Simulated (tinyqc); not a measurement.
Monte Carlo simulation of one carrier in a uniform electric field: one step, computed by the program tinyqc.

The force e F acts along +z. Flights end at the constant total rate Gamma; the part of Gamma that the real rates do not fill is self-scattering, which leaves k unchanged. One valley, no impurities and no intervalley scattering.

Problem. Flight 1. Kane band: hbar^2 k^2/(2 m) = E (1 + alpha E), speed v = hbar k/(m (1 + 2 alpha E)), states per spin, volume and energy g(E) = m k (1 + 2 alpha E)/(2 pi^2 hbar^2); overlap factors are set to 1. Masses are multiplied by m_0 and all formulas are in SI units. Flight: t = -ln(r1)/Gamma; k_z grows by e F t/hbar; E follows from the band; dz = (E_end - E_start)/(e F). Use row 1 of the random numbers.

Inputs (values chosen for the exercise, for a model polar semiconductor): effective mass m = 0.071 m_0; non-parabolicity alpha = 0.62 1/eV; lattice temperature T = 300 K; electric field F = 0.046 kV/cm.

Crystal: polar. Band: Kane.

starting wave vector (1/nm): [-0.093, 0.014, -0.28]

Random numbers (0.02 to 0.98, from up to 60 sets tried for early real events), one row a flight, columns r1, r2, r3, r4:
```
[[0.6860, 0.5597, 0.5395, 0.5931],
 [0.4437, 0.3315, 0.1937, 0.2902],
 [0.6144, 0.3441, 0.6918, 0.7544],
 [0.5380, 0.5003, 0.0617, 0.4999],
 [0.8441, 0.7475, 0.8386, 0.4042],
 [0.5104, 0.6878, 0.7126, 0.9632],
 [0.2111, 0.8663, 0.9180, 0.8381]]
```

Gamma = 20.81126 1e12/s

Constants: e = 1.602176634e-19 C; hbar = 1.054571817e-34 J s; m_0 = 9.1093837015e-31 kg.

Give: flight time t; k at the end of the flight; energy at the end; displacement dz.

Solution.

flight time t = 18.11 fs

k at the end of the flight (1/nm): [-0.0930, 0.0140, -0.2799]

energy at the end = 45.50 meV

displacement dz = -7.824 nm
